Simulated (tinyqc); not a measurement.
Sweep of the shear strain: two-band k.p model of the Delta valleys near the X point under shear strain.

Valley pair on the [001] axis, kz counted from the X point, c = hbar^2/2m0, k0 = kx0 2 pi/a. H = (c kz^2/ml + c (kx^2 + ky^2)/mt + c k0^2/ml) 1 + (2 c k0 kz/ml) sigma_z + (D exy - 2 c kx ky/Mp) sigma_x, so E = c kz^2/ml + c (kx^2 + ky^2)/mt + c k0^2/ml -/+ sqrt((2 c k0 kz/ml)^2 + (D exy - 2 c kx ky/Mp)^2). Without strain the lower band has its minima, E = 0, at kz = +/- k0. Shifts from diagonal strain are left out.

For |eta| < 1: k_min = k0 sqrt(1 - eta^2), E_min = -Delta eta^2/2, ml(eta) = ml/(1 - eta^2), 1/m[110] = 1/mt + eta/Mp, 1/m[1-10] = 1/mt - eta/Mp. For |eta| > 1 the minimum sits at X: E_min = -Delta (2 |eta| - 1)/2, ml(eta) = ml/(1 - 1/|eta|), and eta is replaced by its sign in the transverse masses. Here Delta = 2 c k0^2/ml and eta = D exy/Delta.

Constants: hbar^2/2m0 = 3.80998211 eV angstrom^2.

Inputs chosen for the exercise (near those of Si; the results hold for these values, not for the real material):

| symbol | value | unit | meaning |
|---|---|---|---|
| a | 5.445 | angstrom | lattice constant |
| ml | 0.912 | m0 | longitudinal mass |
| mt | 0.2 | m0 | transverse mass |
| kx0 | 0.156 | 2 pi/a | distance of the minimum from X |
| D | 13.9 | eV | shear deformation potential |
| Mp | 0.229 | m0 | coupling mass |

Delta = 2 c k0^2/ml, eta = D exy/Delta.

The minimum:

| exy | eta | k_min/k0 | E_min (meV) | ml(eta) | m[110] | m[1-10] | density-of-states mass |
|---|---|---|---|---|---|---|---|
| 0.0000 | 0.000 | 1.000 | 0.0 | 0.912 | 0.2000 | 0.2000 | 0.332 |
| 0.0019 | 0.098 | 0.995 | -1.3 | 0.921 | 0.1843 | 0.2186 | 0.334 |
| 0.0049 | 0.252 | 0.968 | -8.6 | 0.974 | 0.1640 | 0.2563 | 0.345 |
| 0.0097 | 0.498 | 0.867 | -33.6 | 1.213 | 0.1394 | 0.3539 | 0.391 |
| 0.0146 | 0.750 | 0.662 | -76.1 | 2.081 | 0.1209 | 0.5791 | 0.526 |
| 0.0175 | 0.898 | 0.439 | -109.3 | 4.729 | 0.1121 | 0.9287 | 0.790 |
| 0.0234 | 1.201 | 0.000 | -189.9 | 5.442 | 0.1068 | 1.5793 | 0.972 |
| 0.0312 | 1.602 | 0.000 | -298.3 | 2.428 | 0.1068 | 1.5793 | 0.742 |

The valleys reach X at eta = 1, that is exy = 0.0195. The shift is quadratic up to eta = 1 (-8.6 meV at eta = 0.25, -33.6 meV at 0.50) and linear beyond, while 1/m[110] rises linearly, taking m[110] from 0.200 to its floor 0.1068, a gain of 87 % in 1/m. ml(eta) diverges at eta = 1; the largest value listed is 5.44. A deformation-potential model with fixed masses misses all of this.

(tinyqc, `OMP_NUM_THREADS=1 python tinyqc.py 1080528 1080529 out.jsonl`, Intel(R) Xeon(R) Processor @ 2.30GHz, 1 thread, shared host, about 0.01 s.)
